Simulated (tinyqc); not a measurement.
Worked calculation: RKS/exchange-only LDA in the 6-31g basis, for He, spin multiplicity 1. One step of it, computed by the program tinyqc.

Question. Iteration 2: building the Kohn-Sham matrix. J_ij = sum D_kl (ij|kl); F = H + J + V_xc; E = tr D H + tr D J / 2 + E_xc + E_nn.

D after iteration 1, order 1He 1s, 1He 2s:
```
[[0.645295, 0.611395],
 [0.611395, 0.579276]]
```

core Hamiltonian H = T + V (hartree), order 1He 1s, 1He 2s:
```
[[-1.879626, -1.546409],
 [-1.546409, -1.295190]]
```

Two-electron integrals (ij|kl) in chemists' order, unique and non-zero (hartree):
```
(11|11) 1.543936   (21|11) 0.785447   (21|21) 0.427025   (22|11) 0.803952
(22|21) 0.476190   (22|22) 0.615938
```

nuclear repulsion = 0 hartree

V_xc (hartree), order 1He 1s, 1He 2s:
```
[[-0.760837, -0.374887],
 [-0.374887, -0.345533]]
```

E_xc = sum of w rho eps_xc = -0.86214874 hartree

Give: Coulomb J; Kohn-Sham matrix F; total energy of this density.

Answer.

Coulomb J (hartree), order 1He 1s, 1He 2s:
```
[[2.422, 1.305],
 [1.305, 1.458]]
```

Kohn-Sham matrix F (hartree), order 1He 1s, 1He 2s:
```
[[-0.218, -0.616],
 [-0.616, -0.183]]
```

total energy of this density = -2.71464 hartree
